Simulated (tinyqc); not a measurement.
Composition and strain of an epitaxial Si(1-x)Ge(x) layer from Raman and X-ray peaks: one step, computed by the program tinyqc. Command: `OMP_NUM_THREADS=1 python tinyqc.py 3005021 3005022 out.jsonl epiraman walk`. One thread of a shared host (Intel(R) Xeon(R) Processor @ 2.30GHz), about 0.01 s of CPU time with the checks.

A (001) layer, biaxially strained in the plane. The Raman peaks follow empirical lines omega = w0 + c1 x + c3 x^3 + b eps (c3 for Si-Ge alone), with eps the in-plane strain.

Question. X-ray (004) reflection. Bragg angle theta = arcsin(2 lambda/a) for (004), for the substrate with a_sub and the layer with a_perp; separation in arc seconds.

Inputs (values chosen for the exercise, modelled on silicon-germanium): X-ray wavelength = 1.540598 angstrom.

Substrate: silicon.

substrate constant a_sub = 5.431 angstrom

a_perp = 5.704723 angstrom

Give: theta of the substrate; theta of the layer; separation, layer less substrate.

Answer.

theta of the substrate = 34.56 degree

theta of the layer = 32.69 degree

separation, layer less substrate = -6744 arcsec

Caution: strains above 2 % survive only in layers a few nanometres thick, and the linear relations lose accuracy.
